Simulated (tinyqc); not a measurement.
Enthalpies against pressure: pressure-driven transition between two phases with analytic equations of state. Computed by tinyqc, a small Python program. Command: `OMP_NUM_THREADS=1 python tinyqc.py 3004385 3004386 out.jsonl transition walk`. One thread of a shared host (Intel(R) Xeon(R) Processor @ 2.30GHz), about 0.04 s of CPU time with the checks.

Each phase obeys E = E0 + (9 B0 V0/h^2) {1 + [h (1 - x) - 1] exp(h (1 - x))}, P = 3 B0 (1 - x) x^-2 exp(h (1 - x)), x = (V/V0)^(1/3), h = (3/2)(B' - 1); E0 = 0 for phase 1 and Delta E0 for phase 2. H = E + P V.

Inputs (values chosen for the exercise, for two model phases):
```
quantity,value,unit
volume V0 of phase 1,9.79,angstrom^3/atom
B0 of phase 1,135,GPa
B' of phase 1,3.77,-
volume V0 of phase 2,8.87,angstrom^3/atom
B0 of phase 2,164,GPa
B' of phase 2,4.47,-
"energy of phase 2 above phase 1, Delta E0",0.083,eV/atom
```

Equation of state: Vinet.

Constants: 1 eV/angstrom^3 = 160.2176634 GPa.

Method. Start from P = Delta E0/(V0 of phase 1 - V0 of phase 2); at each P solve P(V) = P for both phases and step P(new) = P - (H_2 - H_1)/(V_2 - V_1); stop when |H_2 - H_1| < 1e-10 eV. At the zero-temperature transition the volume change is V_2/V_1 - 1 and the work is P (V_1 - V_2). For each P solve P(V) = P in both phases.

transition pressure = 16.7791 GPa

V_1 at the transition = 8.83480 angstrom^3

V_2 at the transition = 8.14870 angstrom^3

Both phases:
```
P (GPa),V_1 (angstrom^3),V_2 (angstrom^3),H_2 - H_1 (meV/atom),stable
0.0,9.7900,8.8700,83.000,phase 1
4.2,9.5060,8.6574,59.843,phase 1
8.4,9.2566,8.4694,38.421,phase 1
13.0,9.0143,8.2856,16.678,phase 1
15.0,8.9173,8.2117,7.726,phase 1
18.0,8.7800,8.1068,-5.179,phase 2
22.0,8.6103,7.9767,-21.484,phase 2
27.0,8.4164,7.8274,-40.548,phase 2
```

H_2 - H_1 changes with slope V_2 - V_1, from -0.920 to -0.589 angstrom^3 per atom over the table, and passes zero at 16.78 GPa. An error of 10 meV per atom in Delta E0 moves the transition by about 2.34 GPa.
